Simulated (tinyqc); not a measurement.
Which input was changed? Model: dopant redistribution at a moving silicon-oxide interface during parabolic oxidation. Computed by tinyqc, a small Python program. Command: `OMP_NUM_THREADS=1 python tinyqc.py 3009208 3009209 out.jsonl segox which`. One thread of a shared host (Intel(R) Xeon(R) Processor @ 2.30GHz), about 0.03 s of CPU time with the checks.

Uniformly doped silicon is oxidised with x_ox = sqrt(B t); the interface advances into the silicon by alpha x_ox, alpha = 0.44. The dopant does not move in the oxide, and at the interface C(silicon) = m C(oxide).

Inputs (values chosen for the exercise, modelled on boron in silicon under steam):
```
quantity                                           value    unit
dopant prefactor D0                                 1.17  cm^2/s
dopant activation energy E                          3.53      eV
oxidation prefactor B0                               376  um^2/h
oxidation activation energy E_B                    0.775      eV
segregation coefficient m = C(silicon)/C(oxide)     0.31       -
bulk doping C_B                                  2.6e+15  1/cm^3
temperature T                                        925       C
time t                                               7.1       h
```

Constants: k_B = 8.617333262e-05 eV/K.

Method:
- D = D0 exp(-E/(k_B T)), converted with 1 cm^2/s = 3.6e11 um^2/h; B = B0 exp(-E_B/(k_B T)); s = alpha sqrt(B/(4 D)), the interface advance over 2 sqrt(D t).
- Temperatures in kelvin are T(C) + 273.15.
- With the dopant diffusivity D and s = alpha x_ox/(2 sqrt(D t)), in the silicon C = C_B + (C_s - C_B) erfc(y/(2 sqrt(D t)))/erfc(s), y from the original surface. Dopant balance at the interface gives C_s/C_B = 1/[1 + (1/(m alpha) - 1) g], g = sqrt(pi) s exp(s^2) erfc(s).
- Consumed silicon held alpha x_ox C_B; the oxide holds x_ox times the dopant concentration in the oxide; the difference is the excess in the silicon; 1 um = 1e-4 cm.

Task: One of these inputs alone was changed, within the range given: oxidation activation energy E_B (0.6 to 1.55); segregation coefficient m = C(silicon)/C(oxide) (0.155 to 0.62); time t (3.55 to 14.2); bulk doping C_B (1.3e+15 to 5.2e+15). Which one, and to what value?

Results:
```
run     ratio C_s/C_B  excess in the silicon (1/cm^2)  concentration in the oxide (1/cm^3)
before      0.1397203                   -3.373375e+09                         1.171847e+15
after       0.1881450                   -3.183489e+09                         1.170280e+15
```

Result:

Each candidate set to reproduce ratio C_s/C_B, and what it then gives:
```
candidate                                            range searched  value needed  excess in the silicon (1/cm^2)  concentration in the oxide (1/cm^3)
oxidation activation energy E_B (eV)                    0.6 to 1.55         1.120                     -9.8791e+09                           1.5780e+15
segregation coefficient m = C(silicon)/C(oxide)       0.155 to 0.62        0.4180                     -3.1835e+09                           1.1703e+15
time t (h)                                             3.55 to 14.2     no effect                               -                                    -
bulk doping C_B (1/cm^3)                         1.3e+15 to 5.2e+15     no effect                               -                                    -
```

Only segregation coefficient m = C(silicon)/C(oxide) fits every result: it went from 0.31 to 0.418. The next best candidate, oxidation activation energy E_B, misses one result by a factor of 3.1.

Caution: parabolic growth needs an oxide much thicker than the Deal-Grove length A, which fails for thin films and low temperatures; oxidation-enhanced or retarded diffusion is ignored.
